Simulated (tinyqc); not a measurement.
Geometry optimisation on the RHF/sto-6g surface (energies and gradients from PySCF), for BeH2, spin multiplicity 1, step by step. Computed by tinyqc, a small Python program that keeps every step (integrals from PySCF). Settings: charge = 0, multiplicity = 1, basis = sto-6g, optimiser = bfgs, first Hessian = 0.6, largest step = 0.5, iteration cap = 30. Command: `OMP_NUM_THREADS=1 python tinyqc.py 30157 30158 out.jsonl` (the two numbers bound the seeds that draw the settings). One thread of a shared host (Intel(R) Xeon(R) Processor @ 2.60GHz), about 0.9 s of CPU time with the checks.

## Step 1: energy and gradient

positions at the start (bohr):
```
             x          y          z
1Be  -0.079368  -0.009449   0.035905
2H    0.005669   2.477431  -0.047243
3H   -0.001890  -2.490659   0.100155
```

Self-consistent energy and analytic gradient at these positions.

energy = -15.72506067 hartree

gradient (hartree/bohr):
```
               x            y            z
1Be  -0.00415962  -0.00137470   0.00051994
2H    0.00212025   0.01404952  -0.00065873
3H    0.00203937  -0.01267482   0.00013879
```

## Step 1: move

Quasi-Newton step p = -H^(-1) g (first H = 0.6 times the unit matrix); steps longer than 0.5 bohr are cut back.

positions after step 1 (bohr):
```
             x          y          z
1Be  -0.072436  -0.007157   0.035038
2H    0.002135   2.454015  -0.046145
3H   -0.005289  -2.469534   0.099924
```

## Step 2: energy and gradient

As before.

energy = -15.72559062 hartree

gradient (hartree/bohr):
```
               x            y            z
1Be  -0.00341335   0.00013095   0.00038953
2H    0.00171801   0.00842245  -0.00044641
3H    0.00169534  -0.00855341   0.00005688
```

## Step 2: move

inverse Hessian in use (bohr^2/hartree), lower triangle:
```
           1          2          3          4          5          6          7          8
1   1.878614
2   0.006908   1.648083
3  -0.024631  -0.000248   1.669513
4  -0.106938  -0.003159   0.012418   1.720617
5  -0.560086   0.028154   0.063720   0.281787   3.032235
6   0.028844  -0.000466  -0.003310  -0.014529  -0.072752   1.670487
7  -0.105009  -0.003749   0.012213   0.052988   0.278300  -0.014315   1.718687
8   0.553179  -0.009570  -0.063472  -0.278628  -1.393722   0.073218  -0.274551   3.069959
9  -0.004213   0.000714   0.000464   0.002111   0.009032  -0.000510   0.002102  -0.009746

          9
9  1.666712
```

Quasi-Newton step p = -H^(-1) g (the inverse Hessian comes from BFGS updates; coordinates in the order x, y, z of each atom); steps longer than 0.5 bohr are cut back.

positions after step 2 (bohr):
```
             x          y          z
1Be  -0.056191  -0.007657   0.033181
2H   -0.006043   2.413626  -0.044011
3H   -0.013355  -2.428646   0.099648
```

## Convergence

Stop when the largest gradient component is below 3e-5 hartree/bohr. The inverse Hessian follows the BFGS update with s = step, y = change of gradient.

Course of the optimisation:

| step | E (hartree) | largest gradient (hartree/bohr) |
|---|---|---|
| 1 | -15.72506067 | 1.40e-02 |
| 2 | -15.72559062 | 8.55e-03 |
| 3 | -15.72596619 | 1.96e-03 |
| 4 | -15.72597762 | 1.79e-03 |
| 5 | -15.72601222 | 7.47e-04 |
| 6 | -15.72601660 | 3.94e-04 |
| 7 | -15.72601715 | 3.30e-05 |
| 8 | -15.72601716 | 1.44e-06 |

Final distances (angstrom):

| pair | distance |
|---|---|
| 2H-1Be | 1.284163 |
| 3H-1Be | 1.284166 |
| 3H-2H | 2.568328 |

Converged in 8 steps.
